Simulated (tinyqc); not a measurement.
Worked calculation: Hubbard ring of 4 sites. One step of it, computed by the program tinyqc.

Problem. Mean-field iteration 2. H(up) = T + U n(down), H(down) = T + U n(up); fill the lowest levels; n(new) = n + mixing (n(out) - n); E = tr T (rho up + rho down) + U sum n_up n_down of the output.

one-body matrix (hopping and site energies) (eV), lower triangle:
```
           1          2          3         4
1   0.000000
2  -1.460000   0.000000
3   0.000000  -1.460000   0.000000
4  -1.460000   0.000000  -1.460000  0.000000
```

U = 10.900000 eV

electrons, up and down: 2  2

mixing = 1

n(up) after iteration 1: 1 0.936474, 2 0.063526, 3 0.936474, 4 0.063526

n(down) after iteration 1: 1 0.063526, 2 0.936474, 3 0.063526, 4 0.936474

Give: levels, up; levels, down; energy; n(up) after iteration 2; n(down) after iteration 2.

Solution.

levels, up (eV): -0.132  0.692  10.208  11.032

levels, down (eV): -0.132  0.692  10.208  11.032

energy = -1.504 eV

n(up) after iteration 2: 1 0.963, 2 0.037, 3 0.963, 4 0.037

n(down) after iteration 2: 1 0.037, 2 0.963, 3 0.037, 4 0.963
